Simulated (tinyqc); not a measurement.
Implant damage, amorphisation by cascade overlap, and solid-phase epitaxial regrowth. From temperature at which regrowth ends back to regrowth energy E_a. Computed by tinyqc, a small Python program. Command: `OMP_NUM_THREADS=1 python tinyqc.py 3113570 3113571 out.jsonl sper inv`. One thread of a shared host (Intel(R) Xeon(R) Processor @ 2.30GHz), about 0.03 s of CPU time with the checks.

Range and width of the damage are inputs. Dynamic annealing enters only through the surviving share f.

Inputs (values chosen for the exercise, modelled on germanium ions in silicon):
```
quantity                           value    unit
atomic density N                    49.9  1/nm^3
ion Z1                                32       -
ion mass M1                         72.6       u
target Z2                             14       -
target mass M2                     28.09       u
ion energy E                          92     keV
displacement energy E_d               13      eV
depth of the damage peak R_d          61      nm
width of the damage profile s_d       39      nm
share of defects that survive f     0.46       -
critical displaced share x_c       0.081       -
dose Q                           3.9e+15  1/cm^2
regrowth prefactor v0            3.9e+15    nm/s
anneal temperature                   530       C
rate relative to (100)              0.33       -
peak enhancement by the dopant         1       -
ramp rate                             17     K/s
```

Constants: a_0 = 0.529177210903 angstrom; e^2/(4 pi eps_0) = 14.39964548 eV angstrom; k_B = 8.617333262e-05 eV/K.

Method:
- Robinson partition: eps = E a M2/(Z1 Z2 (e^2/(4 pi eps_0)) (M1 + M2)), a = 0.8853 a_0/sqrt(Z1^(2/3) + Z2^(2/3)); k = 0.0793 Z1^(2/3) Z2^(1/2) (M1 + M2)^(3/2)/((Z1^(2/3) + Z2^(2/3))^(3/4) M1^(3/2) M2^(1/2)); damage energy T_d = E/(1 + k (eps + 0.40244 eps^(3/4) + 3.4008 eps^(1/6))); displacements nu = 0.8 T_d/(2 E_d).
- Displaced share x(z) = f nu Q exp(-(z - R_d)^2/(2 s_d^2))/(sqrt(2 pi) s_d N); the layer is amorphous where x > x_c, between R_d -/+ s_d sqrt(2 ln(x_max/x_c)), the upper edge being cut at the surface. Threshold dose Q_c = Q x_c/x_max.
- v = v0 x orientation factor x exp(-E_a/(k_B T)) x [1 + (enhancement - 1) exp(-(z - R_d)^2/(2 s_d^2))], T = anneal temperature + 273.15 K; the dopant is taken to follow the damage profile; the lower front moves from the lower edge z2 to the surface, or to the middle (z1 + z2)/2 of a buried layer with upper edge z1; time = int dz/v; the equivalent undoped distance is that time times the undoped velocity.
- On a linear ramp from 200 C regrowth ends at the T_f where int v_undoped dT/(ramp rate) equals the equivalent undoped distance.

Task: A run gave the result below. Find the regrowth energy E_a, known to lie between 2 and 2.9 eV.

temperature at which regrowth ends = 716.9573 C

Result:

Each step takes the trial c = (a f_b - b f_a)/(f_b - f_a), f being the result less the target and a, b, c the logarithms of the listed values; c replaces end b, the old b replaces a if the sign of f changed, and otherwise f_a is halved.

Scan of the range:
```
regrowth energy E_a (eV)  temperature at which regrowth ends (C)
2.00                                                     501.375
2.13                                                     550.094
2.26                                                     598.723
2.41                                                     654.728
2.56                                                     710.628
2.73                                                     773.863
2.90                                                     836.978
```

False position (Illinois rule, in the logarithm of the input) inside the bracket:
```
step    end a    end b    trial  temperature at which regrowth ends (C)
1     2.56000  2.73000  2.57653                                 716.781
2     2.73000  2.57653  2.57699                                 716.952
3     2.73000  2.57699  2.57701                                 716.962
4     2.57699  2.57701  2.57700                                 716.957
```

Temperature at which regrowth ends rises at every point of a 13-point scan of the range (every second point is shown), so one value fits; it is bracketed by 2.56 and 2.73. Answer: regrowth energy E_a = 2.577 eV.
